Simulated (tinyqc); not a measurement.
All-pass ring resonator: one step of the calculation.

A ring of length L = 2 pi Rr coupled to one bus waveguide: round-trip amplitude a = 10^(-al L/20), self-coupling t = sqrt(1 - k2). At detuning d from the resonance the round-trip phase is p = 2 pi d/FSR and the transmission T = (a^2 - 2 a t cos p + t^2)/(1 - 2 a t cos p + a^2 t^2). Lossless coupler, linear absorption only.

Problem. Resonance parameters. FSR = lam^2/(ng L), finesse F = pi sqrt(a t)/(1 - a t), FWHM = FSR/F, Q = lam/FWHM, Tmin = (a - t)^2/(1 - a t)^2, power build-up k2 a^2/(1 - a t)^2, optical bandwidth c/(lam Q).

Parameters, values chosen for the exercise; values close to those of silicon waveguides:
- lam = 1550 nm (cold resonance wavelength)
- Rr = 20 um (ring radius)
- ng = 4.03 (group index)
- al = 7.8 dB/cm (propagation loss)
- k2 = 0.069 (power coupling)

Constants: c = 299792458 m/s. Results are converted to the units shown.

Find: a; t; FSR; F; FWHM; Q; Tmin; build-up; bandwidth.

Solution.

a = 0.9888
t = 0.9649
FSR = 4.744 nm
F = 66.79
FWHM = 71.03 pm
Q = 2.182e4
Tmin = -5.678 dB
build-up = 31.96
bandwidth = 8.863 GHz

The ring is overcoupled; critical coupling needs k2 = 1 - a^2 = 0.0223.

Computed by the program tinyqc: `OMP_NUM_THREADS=1 python tinyqc.py 2650002 2650003 out.jsonl`, one thread of a shared Intel Xeon 2.30GHz, about 0.01 s for the whole run.
